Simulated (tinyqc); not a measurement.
Thin-film transistor with exponential tail and deep states, accumulation layer: two steps of the calculation.

An undoped film in accumulation, thicker than the space-charge layer. With band bending psi the Fermi level lies E0 - psi below the band edge. Free electrons n = n0 exp(psi/Vt) carry the current; electrons in two exponential distributions of traps, a = a0 exp(psi/Va) and d = d0 exp(psi/Vp), do not. Linear regime, ohmic contacts, traps in equilibrium.

Parameters, values chosen for the exercise; values close to those of amorphous silicon: temperature T = 270 K; relative permittivity of the semiconductor eps_r = 11.8; band mobility mb = 9.5 cm^2/(V s); characteristic temperature of the tail Tt = 340 K; characteristic temperature of the deep states Td = 1140 K; gate capacitance Ci = 100 nF/cm^2; ratio W/L WL = 5; drain voltage Vd = 0.1 V; gate voltage above flat band Vg = 4.2 V.

Constants: q = 1.602176634e-19 C, kB = 1.380649e-23 J/K, Vt = kB T/q, eps0 = 8.8541878128e-14 F/cm where lengths are in cm. Results are converted to the units shown.

Question 1. Surface potential by Newton steps. Va = kB Tt/q, Vp = kB Td/q. G(psi) = sum over the three kinds of c0 [V (exp(psi/V) - 1) - psi], field F = sqrt(2 q G/(eps0 eps_r)); Vg = psi + eps0 eps_r F/Ci at the surface. f = psi + eps0 eps_r F/Ci - Vg, f' = 1 + q rho/(Ci F) with rho = sum c0 (exp(psi/V) - 1); psi(new) = psi - f/f'.

psi at the start = 0.44 V
n0 = 3.0806712e9 cm^-3
a0 = 2.9099491e12 cm^-3
d0 = 2.1618095e15 cm^-3

Give: F; f; f'; psi after iteration 1.

Answer 1.

F = 309.8 kV/cm
f = -0.5233 V
f' = 54.65
psi after iteration 1 = 0.4496 V

Question 2. Free and total charge, current. Total charge Q = Ci (Vg - psi_s); free charge Qf = q times the integral of n0 (exp(psi/Vt) - 1)/F over psi from 0 to psi_s; I = (W/L) mb Qf Vd; effective mobility mb Qf/Q.

psi_s = 0.448862839 V
n0 = 3.08067123e9 cm^-3
a0 = 2.90994909e12 cm^-3
d0 = 2.16180946e15 cm^-3

Give: surface densities; Q; Qf; effective mobility; I.

Answer 2.

surface densities (cm^-3): free 7.363e17, tail 1.310e19, deep 2.085e17
Q = 375.1 nC/cm^2
Qf = 12.09 nC/cm^2
effective mobility = 0.3061 cm^2/(V s)
I = 57.42 nA

tinyqc, about 0.02 s, one thread, Intel Xeon 2.30GHz (shared host): `OMP_NUM_THREADS=1 python tinyqc.py 2610022 2610023 out.jsonl`
